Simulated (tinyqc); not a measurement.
Chip with leakage that grows with temperature, electro-thermal loop and runaway: course of the iteration: temperature by substitution.

One temperature T for the device, T = T0 + Rth P(T), with P(T) = Pd + Pl (T/300 K)^2 exp[(q Ea/kB)(1/(300 K) - 1/T)]. The loop gain is Rth dP/dT; a solution is thermally stable when it is below one.

P(T) = Pd + Pl (T/300 K)^2 exp[(q Ea/kB)(1/(300 K) - 1/T)]; T(new) = T0 + Rth P(T).

Stop when T changes by less than 1e-6 K, or after 25 iterations.

Values chosen for this exercise:
```
symbol,value,unit,meaning
T0,340,K,ambient temperature
Pd,2.2,W,temperature-independent switching power
Pl,0.00124,W,leakage power at 300 K
Ea,0.61,eV,activation energy of the leakage
Rth,20,K/W,thermal resistance
```

Constants: q = 1.602176634e-19 C, kB = 1.380649e-23 J/K. Results are converted to the units shown.

T at the start = 340 K

Course of the iteration:

| iteration | T (K) | \|change\| (K) |
|---|---|---|
| 1 | 384.511 | 44.5 |
| 2 | 391.283 | 6.77 |
| 3 | 394.372 | 3.09 |
| 4 | 396.140 | 1.77 |
| 5 | 397.271 | 1.13 |
| 6 | 398.044 | 0.772 |
| 7 | 398.594 | 0.551 |
| 8 | 398.999 | 0.404 |
| 9 | 399.302 | 0.303 |
| ... | ... | ... |
| 17 | 400.211 | 0.0430 |
| 18 | 400.245 | 0.0344 |
| 19 | 400.272 | 0.0275 |
| 20 | 400.294 | 0.0220 |
| 21 | 400.312 | 0.0176 |
| 22 | 400.326 | 0.0142 |
| 23 | 400.338 | 0.0114 |
| 24 | 400.347 | 9.13e-3 |
| 25 | 400.354 | 7.34e-3 |

Did this iteration meet its convergence test, and what does its course show?

No. Not converged within 25 iterations. The value creeps on in one direction, each change 0.80 times the one before. The solution is 400.38 K with a loop gain of 0.805; substitution shrinks the error by that factor a step, so it slows down as the device nears runaway. A rerun with Newton steps converges in 7 iterations.

tinyqc, about 0.01 s, one thread, Intel Xeon 2.30GHz (shared host): `OMP_NUM_THREADS=1 python tinyqc.py 2520036 2520037 out.jsonl`
